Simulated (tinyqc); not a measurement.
Crystallisation kinetics and data retention of a phase-change cell: two steps of the calculation.

Johnson-Mehl-Avrami-Kolmogorov law X = 1 - exp(-y^n), y = integral of k dt, k = (1/100 s) exp[-(Ec q/kB)(1/T - 1/T1)].

Parameters, values chosen for the exercise; values of the order of Ge-Sb-Te and related chalcogenides:

| symbol | value | unit | meaning |
|---|---|---|---|
| Ec | 1.94 | eV | activation energy of crystallisation |
| T1 | 460 | K | temperature at which the rate k is 1/(100 s) |
| n | 4 |  | Avrami exponent |
| Xf | 0.3 |  | crystalline share at which the state is lost |
| T | 339 | K | storage temperature |
| b | 5 | K/min | heating rate |
| Ta | 423 | K | start of the ramp table |
| dT | 4 | K | step of the table |
| m | 10 |  | steps |

Constants: q = 1.602176634e-19 C, kB = 1.380649e-23 J/K. Results are converted to the units shown.

Problem 1. Retention. At fixed T the state fails at t = (-ln(1 - Xf))^(1/n)/k; ten years are 3.15576e8 s.

Give: k; y at failure; time to fail; the same in years; temperature for ten years.

Solution 1.

k = 2.591e-10 1/s
y at failure = 0.7728
time to fail = 2.982e9 s
the same in years = 94.51
temperature for ten years = 350.9 K

The cell meets ten years at 339 K.

Problem 2. A heating ramp. T rises at the rate b. Start with y = k (kB Ta^2/(q Ec))/b, the integral from cold to Ta to leading order; over each step k is taken as exponential in T, so y gains (dT/b)(k2 - k1)/ln(k2/k1). dX/dt = n y^(n - 1) k exp(-y^n), listed as 0 once y^n exceeds 23.

Find: T; k; y; X; dX/dt.

Solution 2.

```
point  T (K)   k (1/s)        y         X  dX/dt (1/s)
0        423  1.383e-4  0.01319  3.028e-8     1.270e-9
1        427  2.277e-4  0.02180  2.257e-7     9.433e-9
2        431  3.714e-4  0.03590  1.660e-6     6.872e-8
3        435  6.004e-4  0.05878  1.194e-5     4.878e-7
4        439  9.622e-4  0.09561  8.354e-5     3.363e-6
5        443  0.001529   0.1543  5.673e-4     2.247e-5
6        447  0.002409   0.2473  0.003731     1.451e-4
7        451  0.003766   0.3930   0.02358     8.930e-4
8        455  0.005840   0.6200    0.1373     0.004802
9        459  0.008989   0.9704    0.5881      0.01354
10       463   0.01373    1.508    0.9943     0.001073
```

Range of the model: One Arrhenius rate is assumed; incubation, growth from the boundary and the non-Arrhenius kinetics of the supercooled liquid are left out.

Program tinyqc, `OMP_NUM_THREADS=1 python tinyqc.py 2490142 2490143 out.jsonl`; Intel Xeon 2.30GHz, shared host, one thread, about 0.02 s.
